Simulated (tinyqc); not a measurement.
Haynes-Shockley experiment: what a collector records, against the lifetime.

A sheet injected at x = 0, t = 0 gives at x = L the signal n(t) = N0 exp(-t/tau - (L - v t)^2/(4 D t))/sqrt(4 pi D t), D = mu Vt, v = mu F. Its peak lies at tp = [-D + sqrt(D^2 + u^2 L^2)]/u^2, u^2 = v^2 + 4 D/tau; dt is the full width at half height. Simple readings: mobility L/(F tp), diffusion coefficient (L dt/tp)^2/(16 ln 2 tp). Area v times the integral of n over N0: (v/u) exp(L (v - u)/(2 D)).

Inputs (values chosen for the exercise):
```
symbol  value        unit                              meaning
T         350           K                          temperature
mu       1880  cm^2/(V s)            minority-carrier mobility
F         7.5        V/cm          sweep field along the drift
L        1700          um  distance from injector to collector
```

Constants: q = 1.602176634e-19 C, kB = 1.380649e-23 J/K, Vt = kB T/q. Results are converted to the units shown.

The same in every row: L/v (us) = 12.057.

Haynes-Shockley experiment: what a collector records, against the lifetime:

| tau (s) | tp (us) | dt (us) | apparent mobility (cm^2/(V s)) | apparent D (cm^2/s) | area | exp(-L/(v tau)) |
|---|---|---|---|---|---|---|
| 2e-6 | 9.4412 | 4.3483 | 2400.8 | 58.547 | 0.0037850 | 0.0024094 |
| 3e-6 | 10.058 | 4.7863 | 2253.6 | 58.673 | 0.021132 | 0.017972 |
| 8e-6 | 11.032 | 5.5079 | 2054.5 | 58.872 | 0.21794 | 0.22155 |
| 2e-5 | 11.460 | 5.8357 | 1977.9 | 58.960 | 0.53675 | 0.54726 |
| 4e-5 | 11.614 | 5.9554 | 1951.6 | 58.992 | 0.73099 | 0.73977 |
| 9e-5 | 11.703 | 6.0244 | 1936.9 | 59.010 | 0.86950 | 0.87462 |
| 0.0002 | 11.742 | 6.0554 | 1930.4 | 59.018 | 0.93890 | 0.94150 |
| 0.0005 | 11.762 | 6.0708 | 1927.1 | 59.022 | 0.97508 | 0.97617 |

What does the comparison show, and why?

True values: mu = 1880 cm^2/(V s), D = 56.7 cm^2/s. The apparent mobility is 28 % above the true one in the first row and 2.5 % above it in the last, and the apparent D 3.3 % above and 4.1 % above D. The peak always comes before L/v, since spreading and decay both weigh down the later part of the signal; the shift is 22 % and 2.4 % in these rows.

Program tinyqc, `OMP_NUM_THREADS=1 python tinyqc.py 2310103 2310104 out.jsonl`; Intel Xeon 2.30GHz, shared host, one thread, about 0.01 s.
